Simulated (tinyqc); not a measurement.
What each parameter does: Gamma, L and X subbands of a thin body with non-parabolic valleys.

Hard walls, flat band, c = hbar^2/2m0, energies from the bulk Gamma edge. For a valley at angle theta to the normal 1/m_z = cos^2/ml + sin^2/mt and m_d = sqrt(ml mt^2/m_z). Subband n starts at E_v + e with e (1 + a e) = c (n pi/t)^2/m_z, and its density-of-states mass is taken as m_d (1 + 2 a e), without further growth at higher in-plane energy. Groups are named by valley and degeneracy.

n_i = g m/(2 pi c) kB T ln(1 + exp((EF - E_i)/kB T)), sum n_i = Ns (1e12/cm^2 = 1e-4/angstrom^2), c = hbar^2/2m0. Quantum capacitance Cq = 1602.176634 sum g m/(2 pi c) f_i in microfarad/cm^2 with f_i = 1/(1 + exp((E_i - EF)/kB T)); Cox = 34.5313/eot (one gate); C/Cox = Cq/(Cq + Cox), the centroid term left out.

Constants: hbar^2/2m0 = 3.80998211 eV angstrom^2; kB = 8.617333262e-05 eV/K.

Values chosen for the exercise (near those of a thin InAs channel; shifted at random, so the results belong to these values and not to a real crystal): face = 110 (surface); mG = 0.0265 m0 (Gamma mass); aG = 2.28 1/eV (Gamma non-parabolicity); EL = 0.712 eV (L edge above Gamma); mL = (0.66, 0.051) m0 (L valleys (four, along <111>): ml, mt); EX = 0.998 eV (X edge above Gamma); mX = (1.126, 0.155) m0 (X valleys (three, along <100>): ml, mt); aS = 0.41 1/eV (non-parabolicity of L and X); Ns = 6.9 x 1e12/cm^2 (sheet density); T = 300 K (temperature); eot = 12 angstrom (equivalent oxide thickness); t = 88 angstrom (body thickness).

n = 1 to 8 of all groups. Each row changes one parameter from the base and keeps the others.

Results:
```
case                   lowest edge (eV)  EF (eV)  Gamma share (%)  C/Cox
base                              0.139    0.435            100.0  0.712
t = 96 angstrom                   0.121    0.410            100.0  0.708
mG = 0.0305 m0                    0.124    0.394            100.0  0.726
aG = 1.6 1/eV                     0.148    0.484            100.0  0.687
EL = 0.662 eV                     0.139    0.435            100.0  0.712
Ns = 10.4 x 1e12/cm^2             0.139    0.509            100.0  0.730
eot = 10 angstrom                 0.139    0.435            100.0  0.673
T = 250 K                         0.139    0.436            100.0  0.718
```

The largest shifts from the base row, up to three for each result and ties (the steps differ in size, so this ranks the rows, not the parameters). lowest edge (eV): t -0.018, mG -0.015, aG +0.009; unchanged at the printed digits by EL, Ns, eot and T. EF (eV): Ns +0.074, aG +0.049, mG -0.041; unchanged at the printed digits by EL and eot. Gamma share (%): unchanged at the printed digits by t, mG, aG, EL, Ns, eot and T. C/Cox: eot -0.039, aG -0.025, Ns +0.018; unchanged at the printed digits by EL.

tinyqc: `OMP_NUM_THREADS=1 python tinyqc.py 1251561 1251562 out.jsonl`; about 0.03 s, one thread, shared Intel(R) Xeon(R) Processor @ 2.30GHz.
